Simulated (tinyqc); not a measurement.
# Signal and retention of a DRAM cell: what changes with what

A stored one starts at Vd and leaks: Cs dV/dt = -I(V), I = a sqrt((V + Vb)/(Vd + Vb)) + b, with a = Ig exp[-(Eg1 q/kB)(1/T - 1/T0)] (generation in a depletion layer) and b = Is exp[-(Es q/kB)(1/T - 1/T0)]. The bit line is precharged to Vd/2, and charge sharing gives the signal (V - Vd/2) Cs/(Cs + Cb).

Parameters, values chosen for the exercise: array voltage Vd = 1.5 V; cell capacitance Cs = 27 fF; bit-line capacitance Cb = 47 fF; smallest signal that the sense amplifier resolves dm = 46 mV; built-in plus back-bias voltage of the storage junction Vb = 1.31 V; junction leakage at V = Vd and T0 Ig = 2.6 fA; voltage-independent leakage at T0 Is = 0.49 fA; activation energy of Is Es = 0.42 eV; reference temperature T0 = 358 K; temperature T = 378 K; deviation of ln(retention time) over the cells sg = 0.53; cells Nc = 8.59e9; refresh interval tr = 32 ms; activation energy of Ig Eg1 = 0.54 eV.

Constants: q = 1.602176634e-19 C, kB = 1.380649e-23 J/K. Results are converted to the units shown.

Each table varies one quantity; the others keep the values above.

## Effect of the cell capacitance

The cell fails below Vc = Vd/2 + dm (Cs + Cb)/Cs. With s = sqrt((Vc + Vb)/(Vd + Vb)), the time from Vd to Vc is t = [2 Cs (Vd + Vb)/a] [1 - s - (b/a) ln((a + b)/(a s + b))]. This time is the median of a log-normal spread: failing cells = Nc erfc(z/sqrt 2)/2, z = ln(t/tr)/sg.

Results:
```
Cs (fF),Vc (V),retention time (s),failing cells
4,1.337,0.08750,2.479e8
8,1.066,0.4748,1545
12,0.9762,0.8670,2.067
16,0.9311,1.260,0.01793
20,0.9041,1.654,4.186e-4
24,0.8861,2.049,1.821e-5
32,0.8636,2.838,1.126e-7
```

Estimate the missing row, Cs = 28 fF.

Computed row:
```
Cs (fF),Vc (V),retention time (s),failing cells
28,0.8732,2.443,1.221e-6
```

With this row back in the table: The retention time rises from 0.0875 to 2.84 s, as Cs^(2.44) between the first two rows and Cs^(1.12) between the last two: faster than Cs, because the margin Vd - Vc grows too. It vanishes at Cs = 3.07 fF, where even a fresh one gives only dm.

## Failing cells against the refresh interval

Same model as above.

Results:
```
tr (ms),z,failing cells
16,9.410,2.133e-11
64,6.794,0.04676
128,5.486,176.2
256,4.179,1.260e5
512,2.871,1.759e7
1024,1.563,5.071e8
2048,0.2551,3.430e9
```

Estimate the missing row, tr = 32 ms.

Computed row:
```
tr (ms),z,failing cells
32,8.102,2.320e-6
```

With this row back in the table: Doubling the interval lowers z by ln 2/sg = 1.31 and multiplies the count by 1.09e5 between the first two rows and by 6.76 between the last two. The count passes 1 at tr = 128 ms among the rows.

## Effect of the bit-line capacitance

Same model as above.

Effect of the bit-line capacitance:
```
Cb (fF),Vc (V),retention time (s),failing cells
15,0.82156,2.5623,5.7710e-7
30,0.84711,2.4599,1.0969e-6
45,0.87267,2.3581,2.1220e-6
60,0.89822,2.2567,4.1840e-6
75,0.92378,2.1559,8.4199e-6
90,0.94933,2.0556,1.7322e-5
105,0.97489,1.9557,3.6495e-5
120,1.0004,1.8563,7.8911e-5
```

Vc rises by dm/Cs = 1.70 mV for each fF, and the retention time falls from 2.56 to 1.86 s; the margin is gone at Cb = 413 fF.

Range of the model: Real arrays also hold a tail of unusually leaky cells and cells whose retention varies in time, which this model lacks.

Numbers from tinyqc (`OMP_NUM_THREADS=1 python tinyqc.py 2130036 2130037 out.jsonl`; about 0.01 s on one thread of a shared Intel Xeon 2.30GHz).
